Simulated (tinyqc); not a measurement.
On-chip interconnect, size-dependent resistivity and RC delay: one step of the calculation.

A rectangular line between two neighbours and two ground planes. Surface and grain-boundary scattering are added to the bulk resistivity as corrections; capacitances are parallel-plate values without fringing; inductance is ignored.

Question. Ladder and Elmore delays. 6 equal pi sections: series Rs = r Lw/6; node capacitances c Lw/6, halved at nodes 0 and 6, with Cl added to node 6; Rd feeds node 0. Elmore delay of node k: the sum, over the resistors on the path to k, of resistance times all capacitance downstream of it.

Inputs (values chosen for the exercise); metal values close to those of copper: line length Lw = 65 um; driver resistance Rd = 3800 ohm; load capacitance Cl = 4.7 fF.

r = 3.1708224 ohm/um
c = 0.11645742 fF/um

Find: Rs; C; Elmore delay.

Answer.

Rs = 34.35 ohm

| node | C (fF) | Elmore delay (ps) |
|---|---|---|
| 0 | 0.6308 | 46.62 |
| 1 | 1.262 | 47.02 |
| 2 | 1.262 | 47.38 |
| 3 | 1.262 | 47.69 |
| 4 | 1.262 | 47.96 |
| 5 | 1.262 | 48.19 |
| 6 | 5.331 | 48.37 |

The far-end value equals Rd (c Lw + Cl) + r Lw (c Lw/2 + Cl) for any number of pi sections; the line resistance contributes 3.62 % of it.

Numbers from tinyqc (`OMP_NUM_THREADS=1 python tinyqc.py 2100164 2100165 out.jsonl`; about 0.01 s on one thread of a shared Intel Xeon 2.30GHz).
